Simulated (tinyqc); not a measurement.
# Material parameters from the melting point of the curve

Question. In a hemispherical model of a phase-change cell the resistance is rho/(2 pi r0), and melting starts where I^2 rho b^2/(32 pi^2 ka r0^2) = Tm - T0. Find rho and ka.

Values chosen for this exercise:
```
symbol  value  unit                       meaning
T0        300     K           ambient temperature
Tm        882     K                 melting point
r0          9    nm  radius of the heater contact
```

resistance = 0.84882636 kohm
melting current = 298.85883 uA
b = 1.6352627

Solution. The resistance gives rho, and the melting current then gives ka.

rho = 4.800 mohm cm
ka = 0.7700 W/(m K)

Numbers from tinyqc (`OMP_NUM_THREADS=1 python tinyqc.py 2490054 2490055 out.jsonl`; about 0.01 s on one thread of a shared Intel Xeon 2.30GHz).
